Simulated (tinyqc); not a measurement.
Worked calculation: tight binding, kagome lattice. Computed by tinyqc, a small Python program that keeps every step. Settings: t1 = 1.59, t2 = 1.59, delta = 0, bands filled = 2. Command: `OMP_NUM_THREADS=1 python tinyqc.py 26272 26273 out.jsonl` (the two numbers bound the seeds that draw the settings). One thread of a shared host (Intel(R) Xeon(R) Processor @ 2.60GHz), about 0.01 s of CPU time with the checks.

## Bloch Hamiltonian at k

Parameters chosen for this model:
```
parameter     value                unit
t1         1.590000    eV, up triangles
t2         1.590000  eV, down triangles
delta             0        eV on site C
```

k point k (fractions of the reciprocal vectors): -0.160000  0.240000

H_AB = -t1 - t2 exp(-i k.a1), H_AC = -t1 - t2 exp(-i k.a2), H_BC = -t1 - t2 exp(i k.(a1 - a2)), H_CC = delta.

H(k) at k (eV):
```
                     A                    B                    C
A             0.000000  -2.441965-1.342481i  -1.689837+1.586862i
B  -2.441965+1.342481i             0.000000  -0.303663+0.934579i
C  -1.689837-1.586862i  -0.303663-0.934579i             0.000000
```

## Levels at k

Diagonalise the Hermitian matrix.

eigenvalues (eV): -4.143522  0.963522  3.180000

weights |c|^2 of the basis functions:
```
     band 1    band 2    band 3
A  0.433221  0.003293  0.563487
B  0.315364  0.392707  0.291929
C  0.251415  0.604000  0.144584
```

## Bloch Hamiltonian at K

k point K (fractions of the reciprocal vectors): 0.333333  0.666667

As before.

H(k) at K (eV):
```
                     A                    B                    C
A             0.000000  -0.795000+1.376980i  -0.795000-1.376980i
B  -0.795000-1.376980i             0.000000  -0.795000+1.376980i
C  -0.795000+1.376980i  -0.795000-1.376980i             0.000000
```

## Levels at K

As before.

eigenvalues (eV): -1.590000  -1.590000  3.180000

## Bands along a path

The same steps at evenly spaced points between the labelled ones.

Bands along the path (eV):
```
k             band 1     band 2    band 3
G          -6.360000   3.180000  3.180000
G-K 0.25   -5.933961   2.753961  3.180000
G-K 0.50   -4.770000   1.590000  3.180000
G-K 0.75   -3.180000          0  3.180000
K          -1.590000  -1.590000  3.180000
K-M 0.25   -2.248600  -0.931400  3.180000
K-M 0.50   -2.753961  -0.426039  3.180000
K-M 0.75   -3.071644  -0.108356  3.180000
M          -3.180000          0  3.180000
M-K' 0.25  -3.071644  -0.108356  3.180000
M-K' 0.50  -2.753961  -0.426039  3.180000
M-K' 0.75  -2.248600  -0.931400  3.180000
K'         -1.590000  -1.590000  3.180000
```

With 2 band(s) filled, the highest filled level on these points lies at G and the lowest empty one at M: the bands touch or overlap, so there is no gap.
